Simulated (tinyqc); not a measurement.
Magnetoresistance against angle.

Conductance G = G0 (1 + P1 P2 cos(phi)) at low bias, phi the angle between the magnetisations, normalised to Rp = RA/area at phi = 0.

Values chosen for this exercise:
- Dm = 26 nm (diameter)
- P1 = 0.56 (spin polarisation of the reference layer)
- P2 = 0.51 (spin polarisation of the free layer)
- RA = 5.9 ohm um^2 (resistance-area product, parallel state)

Result of one run:
```
R (kohm)  R/Rp - 1 (%)  share of the full TMR (%)
11.11                0                          0
```

Which angle phi gave this result: 0, 20, 45, 70 or 135 degree?

phi = 0 degree.

The whole series:
```
phi (degree)  R (kohm)  R/Rp - 1 (%)  share of the full TMR (%)
0                11.11             0                          0
20               11.26         1.358                      1.698
45               11.89         6.960                      8.704
70               13.02         17.12                      21.41
90               14.29         28.56                      35.72
110              15.83         42.48                      53.13
135              17.90         61.09                      76.41
160              19.53         75.72                      94.70
180              20.00         79.96                      100.0
```

R rises from 11.1 to 20.0 kohm, TMR0 = 80.0 %. It is the conductance that follows cos(phi), so at 90 degrees R has covered only (1 - P1 P2)/2 = 35.7 % of its range.

tinyqc, about 0.01 s, one thread, Intel Xeon 2.30GHz (shared host): `OMP_NUM_THREADS=1 python tinyqc.py 2450034 2450035 out.jsonl`
